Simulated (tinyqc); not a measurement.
# Free and trapped electrons in a MOS channel with a dense trap tail: effect of the density of the tail at the conduction edge

p-type body, charge-sheet picture, full ionisation (an idealisation for deep acceptors), Boltzmann statistics for free electrons. e = Ec - EF at the surface. Acceptor-like traps of density D(E) = D0 + De exp(-E/Ew) at depth E below Ec, from 0 to Eu, hold n_t = integral of D(E)/(1 + exp((e - E)/Vt)). psi = Eg - Vt ln(Nv/Na) - e; N_dep = sqrt(2 eps0 eps_r Na (psi - Vt)/q); n_f = sqrt(N_dep^2 + 2 eps0 eps_r Vt Nc exp(-e/Vt)/q) - N_dep; Vg = Vfb + psi + q (N_dep + n_t + n_f)/Cox, Cox = eps0 eox/tox.

VT is the Vg for n_f = 1e11 cm^-2; swing ln 10 n_f/(dn_f/dVg) at n_f = 1e8 cm^-2; the last three columns are for Vg = VT + 2.2 V, with free share n_f/(n_f + n_t) and field-effect mobility mf q (dn_f/dVg)/Cox; there EF is near the band edge, where Boltzmann statistics are rough.

Inputs (values chosen for the exercise); band and dielectric values close to those of 4H silicon carbide: temperature T = 250 K; band gap Eg = 3.31 eV; relative permittivity eps_r = 9.74; conduction-band density of states at T Nc = 1.27e19 cm^-3; valence-band density of states at T Nv = 1.93e19 cm^-3; relative permittivity of the insulator eox = 3.9; insulator thickness tox = 27 nm; acceptor density Na = 2.9e16 cm^-3; flat-band voltage without trapped charge Vfb = -2.88 V; constant background density of acceptor-like traps D0 = 2.3e10 cm^-2 eV^-1; decay energy of the tail Ew = 0.13 eV; depth below Ec down to which the traps reach Eu = 0.77 eV; mobility of free electrons mf = 130 cm^2/(V s).

Constants: q = 1.602176634e-19 C, kB = 1.380649e-23 J/K, Vt = kB T/q, eps0 = 8.8541878128e-14 F/cm where lengths are in cm. Results are converted to the units shown.

Results:
```
De (cm^-2 eV^-1),e at VT (eV),VT (V),q n_t/Cox at VT (V),swing (mV/decade),n_f (cm^-2),free share (%),field-effect mobility (cm^2/(V s))
1e12,0.05726,1.716,0.1276,74.88,1.746e12,92.56,127.2
2e12,0.05726,1.823,0.2347,88.09,1.710e12,86.67,126.5
1e13,0.05726,2.680,1.091,193.8,1.433e12,53.85,119.6
2e13,0.05726,3.751,2.162,325.8,1.132e12,32.13,106.7
4e13,0.05726,5.893,4.304,590.0,7.078e11,13.49,73.15
9e13,0.05726,11.25,9.659,1250,3.259e11,3.416,25.67
2e14,0.05726,23.03,21.44,2703,1.819e11,0.9596,7.754
```

Estimate the missing row, De = 5e12 cm^-2 eV^-1.

Computed row:
```
De (cm^-2 eV^-1),e at VT (eV),VT (V),q n_t/Cox at VT (V),swing (mV/decade),n_f (cm^-2),free share (%),field-effect mobility (cm^2/(V s))
5e12,0.05726,2.145,0.5560,127.7,1.603e12,71.85,124.3
```

With this row back in the table: As De goes from 1e12 to 2e14, VT rises from 1.72 to 23.0 V, its part due to traps rises from 0.128 to 21.4 V, the swing rises from 74.9 to 2700 mV/decade and the field-effect mobility falls from 127 to 7.75 cm^2/(V s).

Numbers from tinyqc (`OMP_NUM_THREADS=1 python tinyqc.py 2222102 2222103 out.jsonl`; about 0.02 s on one thread of a shared Intel Xeon 2.30GHz).
